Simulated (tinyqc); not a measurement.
Raman shift of the zone-centre optical phonon of a diamond-structure crystal under stress: one step, computed by the program tinyqc.

Axes x, y, z are the cube axes. Strain shifts the threefold optical mode and can split it; p, q and r are the phonon deformation potentials.

Problem. Secular matrix and shifts. Secular matrix: M_xx = p eps_xx + q (eps_yy + eps_zz), M_xy = 2 r eps_xy; its eigenvalues are omega^2 - omega_0^2, and the shifts are these over 2 omega_0.

Inputs (values chosen for the exercise, modelled on silicon):

| quantity | value | unit |
|---|---|---|
| unstrained frequency omega_0 | 520.7 | 1/cm |
| p/omega_0^2 | -1.76 | - |
| q/omega_0^2 | -2.29 | - |
| r/omega_0^2 | -0.737 | - |

Stress state: uniaxial. Axis: [110].

strain (per mille):
```
            x           y          z
x  -0.7147330  -0.8219525  0.0000000
y  -0.8219525  -0.7147330  0.0000000
z   0.0000000   0.0000000  0.5416698
```

Give: M/(2 omega_0); shifts, in rising order.

Solution.

M/(2 omega_0) (1/cm):
```
        x       y       z
x  0.4307  0.3154  0.0000
y  0.3154  0.4307  0.0000
z  0.0000  0.0000  0.6040
```

shifts, in rising order (1/cm): 0.1153  0.6040  0.7461
